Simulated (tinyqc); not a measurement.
# From coverage theta back to total solute fraction x0

Model: equilibrium and kinetic segregation of a solute to boundaries and growing surfaces. Computed by tinyqc, a small Python program. Command: `OMP_NUM_THREADS=1 python tinyqc.py 3020898 3020899 out.jsonl segreg inv`. One thread of a shared host (Intel(R) Xeon(R) Processor @ 2.30GHz), about 0.01 s of CPU time with the checks.

Inputs (values chosen for the exercise, for a model alloy):
```
quantity                  value  unit
segregation energy Q      0.215    eV
temperature T              1325     K
grain size d               2000    nm
boundary thickness delta   0.63    nm
```

Isotherm: Langmuir-McLean.

Constants: k_B = 8.617333262e-05 eV/K.

Method. With theta the solute fraction on boundary sites and x that in the grains, theta/(1 - theta) = [x/(1 - x)] exp[Q/(k_B T)]. Finite grains: boundary sites are the fraction f = 3 delta/d, and x0 = (1 - f) x + f theta; solve both equations for theta; share at boundaries = f theta/x0.

Question. A run gave the result below. Find the total solute fraction x0, known to lie between 0.00035 and 0.00082.

coverage theta = 0.003608839

Answer.

Each step takes the trial c = (a f_b - b f_a)/(f_b - f_a), f being the result less the target and a, b, c the logarithms of the listed values; c replaces end b, the old b replaces a if the sign of f changed, and otherwise f_a is halved.

Scan of the range:
```
total solute fraction x0  coverage theta
3.50e-04                      0.00228415
4.03e-04                      0.00262927
4.65e-04                      0.00303274
5.36e-04                      0.00349444
6.17e-04                      0.00402073
7.12e-04                      0.00463739
8.20e-04                      0.00533765
```

False position (Illinois rule, in the logarithm of the input) inside the bracket:
```
step        end a        end b        trial  coverage theta
1     5.36000e-04  6.17000e-04  5.52650e-04      0.00360266
2     6.17000e-04  5.52650e-04  5.53550e-04      0.00360851
3     6.17000e-04  5.53550e-04  5.53645e-04      0.00360913
4     5.53550e-04  5.53645e-04  5.53600e-04      0.00360884
5     5.53645e-04  5.53600e-04  5.53600e-04      0.00360884
```

Coverage theta rises at every point of a 13-point scan of the range (every second point is shown), so one value fits; it is bracketed by 5.36e-4 and 6.17e-4. Answer: total solute fraction x0 = 5.536e-4.
